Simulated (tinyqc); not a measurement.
Image-sensor pixel with a pinned photodiode, signal and noise: one step of the calculation.

A buried n layer between a heavily doped p+ surface layer and a p layer is emptied into a floating diffusion, read through a source follower with correlated double sampling (reset noise cancelled). One-dimensional abrupt junctions; no blooming, lag or crosstalk.

Question. Noise budget. Signal S = QE Ph; variance = S + dark rate x ti + (read noise)^2 + (pr S)^2; SNR = 20 log10(S/noise); dynamic range 20 log10(FW/noise at S = 0).

Values chosen for this exercise; material values close to those of silicon:
```
symbol,value,unit,meaning
pr,1.1,%,gain non-uniformity
ti,33,ms,exposure
Ph,130,,photons on the photodiode per exposure
```

QE = 0.49821801
generation rate = 1.7566620 electrons/s
diffusion rate = 0.072943727 electrons/s
read noise = 1.7029303 electrons
FW = 7427.3958 electrons

Give: S; variances; noise; SNR; dynamic range.

Answer.

S = 64.77 electrons
variances (electrons^2): photon shot 64.77, dark shot 0.06038, read 2.900, non-uniformity 0.5076
noise = 8.261 electrons
SNR = 17.89 dB
dynamic range = 72.70 dB

The largest part, 94.9 % of the variance, is photon shot noise.

Numbers from tinyqc (`OMP_NUM_THREADS=1 python tinyqc.py 2630127 2630128 out.jsonl`; about 0.01 s on one thread of a shared Intel Xeon 2.30GHz).
